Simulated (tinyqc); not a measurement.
# Capacitance measurement on a leaky thin oxide: effects of series resistance and leakage, step by step

Numbers from tinyqc (`OMP_NUM_THREADS=1 python tinyqc.py 2022168 2022169 out.jsonl`; about 0.01 s on one thread of a shared Intel Xeon 2.30GHz). Printed values are rounded.

The device is a capacitance C in parallel with a leakage conductance G, in series with Rs and Ls. An impedance meter reports either a parallel pair (Cp, Gp) from Y = 1/Z = Gp + i w Cp or a series pair (Cs, Rm) from Z = Rm + 1/(i w Cs); w = 2 pi f, dissipation D = Gp/(w |Cp|).

Parameters, values chosen for the exercise; values of the order met in thin-oxide MOS capacitors:

| symbol | value | unit | meaning |
|---|---|---|---|
| eox | 24.6 |  | relative permittivity of the gate insulator (close to zirconium oxide) |
| tox | 3.6 | nm | insulator thickness |
| A | 2500 | um^2 | gate area |
| zc | 0.48 | nm | oxide-equivalent thickness added by the accumulation layer |
| zp | 0.35 | nm | oxide-equivalent thickness added by gate depletion |
| Jg | 5.6 | A/cm^2 | gate leakage current density, not matched to the thickness |
| Vs | 0.32 | V | voltage for an e-fold rise of the leakage |
| Rs | 54 | ohm | series resistance |
| Ls | 0 | nH | series inductance |
| f | 1e6 | Hz | measuring frequency |

Constants: eps0 = 8.8541878128e-14 F/cm where lengths are in cm. Results are converted to the units shown.

## True capacitance and conductance

EOT = 3.9 tox/eox; CET = EOT + zc + zp; C = 3.9 eps0 A/CET; G = Jg A/Vs.

EOT = 0.5707317 nm
CET = 1.400732 nm
C = 61.63088 pF
G = 437.5 uS

## What the meter reports

Z = Rs + i w Ls + 1/(G + i w C).

Z = 1335.639-1134.399i ohm
Cp = 58.79433 pF
Gp = 434.9491 uS
Cs = 140.2989 pF
D = 1.177398

Cp is 4.6 % below C and Cs is 2.28 times it; G Rs = 0.0236, w C Rs = 0.0209 and G/(w C) = 1.13.
